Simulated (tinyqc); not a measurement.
# Depth and level of a trap from the time ratio

Question. For an oxide trap tc/te = exp(E/Vt) with E = E0 - dpsi - (xt/tox)(Vg - VT - dpsi), dpsi being the rise of the surface potential above its value at threshold. Find xt and E0, and the depth that would be read if dpsi were ignored.

Parameters, values chosen for the exercise: temperature T = 200 K; insulator thickness tox = 2.4 nm.

Constants: q = 1.602176634e-19 C, kB = 1.380649e-23 J/K, Vt = kB T/q. Results are converted to the units shown.

Vg - VT (V): 0.55  0.7
tc/te: 2.7204824  0.10905202
dpsi (V): 0.061925210  0.066447415

Answer. E + dpsi is a straight line in the oxide voltage Vg - VT - dpsi with slope -xt/tox and intercept E0. Ignoring dpsi assigns the motion of the bands to the trap and overstates its depth.

xt = 0.840 nm
E0 = 0.250 eV
depth read without dpsi = 0.887 nm

Program tinyqc, `OMP_NUM_THREADS=1 python tinyqc.py 2710123 2710124 out.jsonl`; Intel Xeon 2.30GHz, shared host, one thread, about 0.01 s.
